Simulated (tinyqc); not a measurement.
Power law or saturation: oxide trap near a transistor channel: two-state multiphonon kinetics, telegraph noise and bias instability. Computed by tinyqc, a small Python program. Command: `OMP_NUM_THREADS=1 python tinyqc.py 3008513 3008514 out.jsonl oxidetrap walk`. One thread of a shared host (Intel(R) Xeon(R) Processor @ 2.30GHz), about 0.01 s of CPU time with the checks.

An n-channel device under positive gate bias. The trap is empty (state 1) or holds an electron (state 2); both states are parabolas of equal curvature, and the electron reservoir is taken at the Fermi level of the channel.

Inputs (values chosen for the exercise, with an insulator like HfO2 on silicon):

| quantity | value | unit |
|---|---|---|
| attempt rate k_0 at the interface | 1e+11 | 1/s |
| temperature T | 200 | K |
| mean capture barrier mu_c | 1.4 | eV |
| spread of the barriers s_c | 0.27 | eV |
| saturation shift dV_max | 87 | mV |

Parts treated: one trap and an ensemble.

Constants: k_B = 8.617333262e-05 eV/K.

Method. For a normal spread of capture barriers (given for the stress field, with depth and field not resolved, k_0 being taken as the effective rate of the ensemble), traps with barrier below k_B T ln(k_0 t) are filled: dV(t) = (dV_max/2) erfc((mu_c - k_B T ln(k_0 t))/(sqrt(2) s_c)); local exponent n = d ln dV/d ln t (central difference, factor 1.01 in t). The extrapolation continues the power law fitted through 10 s and 1000 s.

Against stress time:

| t (s) | shift (mV) | local exponent | power law (mV) | shift at T + 50 K (mV) |
|---|---|---|---|---|
| 1.00e-03 | 2.6485e-03 | 0.27030 | 3.3822e-03 | 8.8255e-03 |
| 1.00e-01 | 8.8255e-03 | 0.25246 | 9.5732e-03 | 3.5414e-02 |
| 1.00e+01 | 2.7096e-02 | 0.23473 | 2.7096e-02 | 1.2518e-01 |
| 1.00e+03 | 7.6695e-02 | 0.21715 | 7.6695e-02 | 3.9035e-01 |
| 1.00e+05 | 2.0026e-01 | 0.19972 | 2.1708e-01 | 1.0757e+00 |
| 1.00e+07 | 4.8281e-01 | 0.18248 | 6.1444e-01 | 2.6256e+00 |
| 3.00e+08 | 8.7905e-01 | 0.16990 | 1.3250e+00 | 4.7025e+00 |

The exponent falls from 0.270 to 0.170 as the front climbs the distribution, so the power law overstates the shift at 3e8 s (about ten years) by a factor 1.51. Heating by 50 K raises the shift at 1000 s by a factor 5.09: time and temperature enter only through T ln(k_0 t).
